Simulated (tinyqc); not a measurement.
Worked calculation: dielectric confinement in a thin film (image charges). Values are carried at full precision from step to step, so a last printed digit may differ when a step is redone from the rounded ones.

A film |z| < t/2 of dielectric constant eps between half-spaces of dielectric constant e2; lam = (eps - e2)/(eps + e2), q = e^2/(4 pi eps0). The self-energy of a band edge is taken with the high-frequency value, e2 = eh, and the field of a fixed ion with the static one, e2 = eo. A charge at z has images lam^|n| at n t + (-1)^n z. Its self-energy is S(z) = (q/2 eps) sum over n >= 1 of lam^n [1/(n t - 2z) + 1/(n t + 2z)] for odd n and 2 lam^n/(n t) for even n; at the centre S(0) = -(q/(eps t)) ln(1 - lam).

Constants: e^2/(4 pi eps0) = 14.39964547 eV angstrom; hbar^2/2m0 = 3.80998211 eV angstrom^2; Ry = 13.60569312 eV.

Values chosen for the exercise (near those of a Si (100) film, two-fold valleys, between layers of a low-k oxide; the results hold for these values, not for the real material): t = 28 angstrom (film thickness); eps = 11.4 (dielectric constant of the film); eh = 1.9 (high-frequency dielectric constant outside); mz = 0.914 m0 (mass across the film); eo = 2.5 (static dielectric constant outside); m = 0.192 m0 (mass in the plane).

## Images for a charge at the centre

Give lam, the first five terms (q/eps) lam^n/(n t), their sum and the closed form.

lam = 0.7143

terms (meV): [32.22, 11.51, 5.48, 2.94, 1.68]

sum of five = 53.82 meV
S(0) = 56.51 meV

The surroundings screen less than the film, so the images repel and each band edge moves outwards: the gap changes by about 2 S = +113 meV. The static value 2.5 would give S(0) = +46.1 meV.

## Self-energy across the film

S at 2z/t = 0, 0.2, 0.4, 0.6, 0.8 and 0.9, summed to n = 399.

Self-energy:
```
2z/t  z (angstrom)  S (meV)
0.0            0.0    56.51
0.2            2.8    57.88
0.4            5.6    62.76
0.6            8.4    74.90
0.8           11.2   114.27
0.9           12.6   194.50
```

Towards the wall S diverges as (q lam/4 eps)/(distance), an artefact of the abrupt interface that the vanishing envelope makes harmless.

## Shift of the subband edge

First order: <S> over the envelope (2/t) cos^2(pi z/t), beside the confinement energy c (pi/t)^2/mz, c = hbar^2/2m0.

<S> = 63.66 meV
confinement energy = 52.48 meV

|<S>| is 1.21 times the confinement energy; the first goes as 1/t and the second as 1/t^2, so they are equal at t = 23 angstrom.

## Binding of a donor

Donor at the centre, lam from the static eo, trial function cos(pi z/t) exp(-rho/l): E(l) = c/(m l^2) - (q/eps) times the integral over k of F(k t) (1 + (k l/2)^2)^(-3/2), with F(x) = F0 + 2 lam exp(-x) G/(1 - lam exp(-x)), F0 = 2[(1 - exp(-x/2))/x + x (1 + exp(-x/2))/(x^2 + 4 pi^2)], G = 2 sinh(x/2)[1/x - x/(x^2 + 4 pi^2)]; c = hbar^2/2m0. The binding energy is -E at the minimum, counted from the subband edge with its self-energy.

Minimise over l with and without images (lam = 0); Ry* = Ry m/eps^2.

Donor:
```
case         l (angstrom)  binding (meV)  in Ry*
no images            24.5           48.2    2.40
with images          21.1          127.1    6.32
```

Ry* = 20.10 meV

The images change the binding by +78.9 meV, against -2 (q/(eps t)) ln(1 - lam) = +92.2 meV for an orbit much smaller than t. At 300 K the binding is 4.9 kB T, which hinders ionisation.

## Checks

- S(0) from the series against the closed form, meV: both 56.51.
- F(2.3) for lam = 0.7143 from a direct sum over images against the closed form: both 0.8976.

Program tinyqc; command `OMP_NUM_THREADS=1 python tinyqc.py 1281936 1281937 out.jsonl`; about 0.08 s on one thread of a shared Intel(R) Xeon(R) Processor @ 2.30GHz.
